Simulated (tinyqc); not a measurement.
Doping: the thermoelectric optimum: Boltzmann transport in a parabolic band with a power-law relaxation time.

F_j(eta) = (1/Gamma(j + 1)) integral_0^infinity x^j dx/(1 + exp(x - eta)), which tends to exp(eta) for eta << 0.

n = N F_1/2(eta) with N = 2 (m kB T/(4 pi c))^(3/2) with c = hbar^2/2m0, in 1/angstrom^3; times 1e24 for 1/cm^3, m = md.

tau = tau0 x^r with x = E/kT. With K_j = Gamma(j + 1) F_j(eta): <tau> = tau0 (r + 3/2) K_(r+1/2)/((3/2) K_(1/2)); mu = <tau>/(mc m0/e), m0/e = 5.685630e-12 kg/C; Hall factor rH = (3/2) K_(1/2) (2r + 3/2) K_(2r+1/2)/((r + 3/2) K_(r+1/2))^2; Seebeck S = -(kB/e) [(r + 5/2) K_(r+3/2)/((r + 3/2) K_(r+1/2)) - eta]; Lorenz number L = (kB/e)^2 [(r + 7/2) K_(r+5/2)/((r + 3/2) K_(r+1/2)) - ((r + 5/2) K_(r+3/2)/((r + 3/2) K_(r+1/2)))^2]; kB/e in V/K. Valley anisotropy is left out of rH.

Constants: hbar^2/2m0 = 3.80998211 eV angstrom^2; kB = 8.617333262e-05 eV/K.

Values chosen for the exercise (masses near those of Si; tau0 is set for a mobility of the usual size at this n, kL is a free input; freeze-out and phonon drag, which matter near 77 K, are left out; not measured data): md = 1.043 m0 (density-of-states mass); mc = 0.2522 m0 (conductivity mass); tau0 = 64 fs (tau at E = kT); r = -0.5 (exponent of tau); T = 300 K; kL = 120 W/(m K) (lattice thermal conductivity).

tau0 is held fixed. sigma = e n mu with e = 1.602176634e-19 C; ZT = S^2 sigma T/(kL + L sigma T).

Results:

| n (1/cm^3) | eta | mu (cm^2/(V s)) | sigma (S/cm) | rH | S (microvolt/K) | L (1e-8) | S^2 sigma (mW/(m K^2)) | ZT |
|---|---|---|---|---|---|---|---|---|
| 3.0e+17 | -4.49 | 335 | 16.1 | 1.177 | -559 | 1.487 | 0.504 | 0.0013 |
| 8.0e+17 | -3.50 | 334 | 42.8 | 1.176 | -475 | 1.491 | 0.967 | 0.0024 |
| 3.0e+18 | -2.15 | 330 | 159 | 1.170 | -362 | 1.506 | 2.08 | 0.0052 |
| 8.0e+18 | -1.10 | 322 | 413 | 1.159 | -280 | 1.538 | 3.24 | 0.0081 |
| 2.0e+19 | -0.03 | 305 | 977 | 1.136 | -206 | 1.610 | 4.15 | 0.010 |
| 7.0e+19 | 1.86 | 257 | 2.88e+03 | 1.081 | -117 | 1.837 | 3.94 | 0.0097 |
| 1.0e+20 | 2.58 | 238 | 3.81e+03 | 1.063 | -96 | 1.933 | 3.51 | 0.0086 |
| 3.0e+20 | 5.92 | 177 | 8.51e+03 | 1.021 | -48 | 2.237 | 1.93 | 0.0046 |
| 7.0e+20 | 10.58 | 136 | 1.52e+04 | 1.007 | -27 | 2.372 | 1.09 | 0.0025 |

Give the missing row, n (1/cm^3) = 3.0e+19.

Computed row:
```
n (1/cm^3)   eta  mu (cm^2/(V s))  sigma (S/cm)     rH  S (microvolt/K)  L (1e-8)  S^2 sigma (mW/(m K^2))     ZT
3.0e+19     0.51              293      1.41e+03  1.120             -175     1.664                    4.33  0.011
```

|S| falls by 197 microvolt/K from the first to the third row (198 a decade in the non-degenerate range; holes, which count near the intrinsic density, and non-parabolicity are left out). The power factor peaks at 3e+19 1/cm^3 of those listed (eta = 0.51, S = -175); ZT is largest at 3e+19 1/cm^3 (eta = 0.51). mu changes by a factor 0.40 over the table and rH goes from 1.177 to 1.007. A real tau0 would fall with doping.

tinyqc: `OMP_NUM_THREADS=1 python tinyqc.py 1651706 1651707 out.jsonl`; about 0.01 s, one thread, shared Intel(R) Xeon(R) Processor @ 2.30GHz.
